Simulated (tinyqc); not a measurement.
## Thickness and doping from the maximum and minimum capacitance

Problem. A MOS capacitor has Cmax = Cox = eps0 eox/tox and 1/Cmin = 1/Cox + Wm/(eps0 eps_r), with Wm = sqrt(4 eps0 eps_r Vt ln(N/ni)/(q N)) and N well above ni. Find tox, Wm and N.

Values chosen for this exercise; band and dielectric values close to those of silicon: temperature T = 300 K; relative permittivity eps_r = 11.7; relative permittivity of the gate insulator (close to silicon dioxide) eox = 3.9.

Constants: q = 1.602176634e-19 C, kB = 1.380649e-23 J/K, Vt = kB T/q, eps0 = 8.8541878128e-14 F/cm where lengths are in cm. Results are converted to the units shown.

Cmax = 0.18174386 uF/cm^2
Cmin = 0.10040600 uF/cm^2
ni = 7.2758306e9 cm^-3

Solution. Cmax gives tox and the series difference Wm. N follows by iterating N = 4 eps0 eps_r Vt ln(N/ni)/(q Wm^2); ln(N/ni)/N falls steadily for N > e ni, so there is one root in that range.

tox = 19.0 nm
Wm = 46.2 nm
N = 5.70e17 cm^-3

Program tinyqc, `OMP_NUM_THREADS=1 python tinyqc.py 2060146 2060147 out.jsonl`; Intel Xeon 2.30GHz, shared host, one thread, about 0.01 s.
